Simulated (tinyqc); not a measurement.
k.p values derived from sp3s* tight binding at Gamma: one step. States at Gamma.

At Gamma the states are two-level mixtures: s-like S+ (upper) and S- (lower) from [[Esa, Vss], [Vss, Esc]], p-like P- (valence) and P+ from [[Epa, Vxx], [Vxx, Epc]], and the bare s* levels. With real k in 1/angstrom and kz = 0, the phase sums over the four bonds are g0 = 1 - (a k/4)^2/2, g1 = i a kx/4, g3 = -(a/4)^2 kx ky to second order. Each mixture is written (anion, cation) with the anion part positive. c = hbar^2/2m0. No spin-orbit coupling.

Values chosen for the exercise (near a published set for GaAs, fitted to gaps, whose masses and valley positions are rough; not measured data): Esa = -8.289 eV (s level of the anion); Esc = -2.679 eV (s level of the cation); Epa = 1.037 eV (p level of the anion); Epc = 3.72 eV (p level of the cation); Vss = -6.375 eV (s-s); Vxx = 1.981 eV (px-px).

Task: Solve the two blocks.

Give: States.

Result:

States:
```
state    E (eV)  anion part  cation part
S-     -12.4488     0.83748      0.54647
P-      -0.0140     0.88338     -0.46866
S+       1.4808     0.54647     -0.83748
P+       4.7710     0.46866      0.88338
```

Computed by tinyqc, a small Python program: `OMP_NUM_THREADS=1 python tinyqc.py 1482851 1482852 out.jsonl` (the numbers bound the seed that draws the inputs); one thread of a shared host (Intel(R) Xeon(R) Processor @ 2.30GHz), about 0.01 s for the whole set of steps.
